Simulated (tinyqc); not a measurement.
Arrhenius plot: admittance spectroscopy and thermally stimulated current of one trap level in a depletion layer. Computed by tinyqc, a small Python program. Command: `OMP_NUM_THREADS=1 python tinyqc.py 3113535 3113536 out.jsonl admit walk`. One thread of a shared host (Intel(R) Xeon(R) Processor @ 2.30GHz), about 0.01 s of CPU time with the checks.

A Schottky junction on n-type material holds one donor-like electron trap; shallow donors are fully ionised and abrupt depletion edges are assumed.

Inputs (values chosen for the exercise, modelled on n-type germanium):

| quantity | value | unit |
|---|---|---|
| density-of-states mass m | 0.532 | m_0 |
| shallow doping N | 1.8e+16 | 1/cm^3 |
| trap density N_t | 9.3e+15 | 1/cm^3 |
| trap depth E_t below the band | 0.282 | eV |
| capture cross section sigma | 7.7e-15 | cm^2 |
| test frequency f | 2000 | Hz |

Constants: k_B = 1.380649e-23 J/K; m_0 = 9.1093837015e-31 kg; h = 6.62607015e-34 J s; k_B = 8.617333262e-05 eV/K.

Method:
- N_c = 2 (2 pi m k_B T/h^2)^(3/2), v_th = sqrt(3 k_B T/m), emission rate e_n = sigma v_th N_c exp(-E_t/(k_B T)).
- Where the level crosses the Fermi level capture equals emission, so the trap follows the signal with the rate 2 e_n; G/omega peaks at omega = 2 e_n (the correction for large N_t/N is left out).
- Solve 2 e_n(T_p) = 2 pi f.
- T_p for 0.1, 0.3, 1, 3 and 10 f; least-squares lines of ln(e_n/T^2) and of ln(e_n) against 1/(k_B T), e_n = pi f; sigma = exp(intercept)/(v_th N_c/T^2).

peak temperature T_p = 181.202 K

Peaks:

| f (Hz) | T_p (K) | 1/(k_B T) (1/eV) | ln(e_n/T^2) | ln(e_n) |
|---|---|---|---|---|
| 200 | 162.45 | 71.433 | -3.7377 | 6.443 |
| 600 | 170.91 | 67.897 | -2.7407 | 7.542 |
| 2000 | 181.20 | 64.042 | -1.6536 | 8.746 |
| 6000 | 191.67 | 60.545 | -0.6673 | 9.844 |
| 20000 | 204.54 | 56.736 | 0.4067 | 11.048 |

depth from e_n/T^2 = 0.282 eV

cross section from the intercept = 7.70e-15 cm^2

depth without the T^2 = 0.31332 eV

Leaving out T^2 adds 31 meV, near 2 k_B T_p = 31 meV. Caution: N_t/N is not small, so the peak moves away from omega = 2 e_n.

Extremes, crossings and ranges named in words are read from the listed rows.
